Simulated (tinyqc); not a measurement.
Capillary instabilities by surface diffusion: grooving and agglomeration of films, edge retraction, wire break-up and smoothing of roughness: one step, computed by the program tinyqc.

Isotropic surface energy; shapes change by surface diffusion alone.

Problem. Will grooves cut through? Groove angle beta: sin(beta) = gamma_b/(2 gamma). For circular grains of radius R with spherical caps the groove ends (measured from the mean surface) at the depth R g(beta), g = (2 - 3 cos beta + cos^3 beta)/(3 sin^3 beta). The film parts if R g(beta_s) > h.

Inputs (values chosen for the exercise, of the order of those of a gold film):
```
quantity                       value   unit
surface energy gamma_s          1.38  J/m^2
grain-boundary energy gamma_b   0.43  J/m^2
film thickness h                  11     nm
grain radius R                   280     nm
```

Grooves: at the surface only.

Give: beta_s; sum of g; critical R/h; final depth over h.

Solution.

beta_s = 8.963 degrees

sum of g = 0.03927

critical R/h = 25.47

final depth over h = 0.9996

The grooves stop short by this estimate; triple junctions groove deeper and may still open.
